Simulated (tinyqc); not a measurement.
Plane-wave Kohn-Sham cycle with exchange-only LDA in a layered model solid, step by step. One step of it, computed by the program tinyqc.

Problem. Iteration 2: potential. V_H(G) = 4 pi rho(G)/G^2 for G != 0 (uniform background); v_x = -(3 rho/pi)^(1/3); V = V_ext + V_H + v_x; Fourier components f(G_m) = (1/N) sum_j f(x_j) exp(-i G_m x_j).

A solid whose potential varies along x alone (atomic units):

| parameter | value |
|---|---|
| period a | 14.500000 |
| cross-section of the cell | 30.000000 |
| electrons per cell | 4 |
| grid points | 16 |
| plane waves -n..n, n | 3 |
| k points | 4 |
| V1 in V1 cos(2 pi x/a) | -0.630000 |

density after iteration 1 (e/bohr^3): 0.02093812  0.02353848  0.02253146  0.01264041  0.00369146  0.00057202  0.00008585  0.00003070  0.00000754  0.00003070  0.00008585  0.00057202  0.00369146  0.01264041  0.02253146  0.02353848

Give: Potentials on the grid; V(G_m), m = 0, 1, 2, ....

Solution.

Potentials on the grid (hartree):

| x | V_ext | V_H | v_x | V |
|---|---|---|---|---|
| 0.000 | -0.630 | 0.915 | -0.271 | 0.014 |
| 0.906 | -0.582 | 0.852 | -0.282 | -0.013 |
| 1.812 | -0.445 | 0.643 | -0.278 | -0.080 |
| 2.719 | -0.241 | 0.306 | -0.229 | -0.164 |
| 3.625 | 0 | -0.068 | -0.152 | -0.220 |
| 4.531 | 0.241 | -0.390 | -0.082 | -0.231 |
| 5.438 | 0.445 | -0.626 | -0.043 | -0.224 |
| 6.344 | 0.582 | -0.768 | -0.031 | -0.217 |
| 7.250 | 0.630 | -0.815 | -0.019 | -0.204 |
| 8.156 | 0.582 | -0.768 | -0.031 | -0.217 |
| 9.062 | 0.445 | -0.626 | -0.043 | -0.224 |
| 9.969 | 0.241 | -0.390 | -0.082 | -0.231 |
| 10.875 | 0 | -0.068 | -0.152 | -0.220 |
| 11.781 | -0.241 | 0.306 | -0.229 | -0.164 |
| 12.688 | -0.445 | 0.643 | -0.278 | -0.080 |
| 13.594 | -0.582 | 0.852 | -0.282 | -0.013 |

V(G_m), m = 0, 1, 2, ... (hartree): -0.155  0.053  0.030  0.003  -0.001  -0.001  0.001
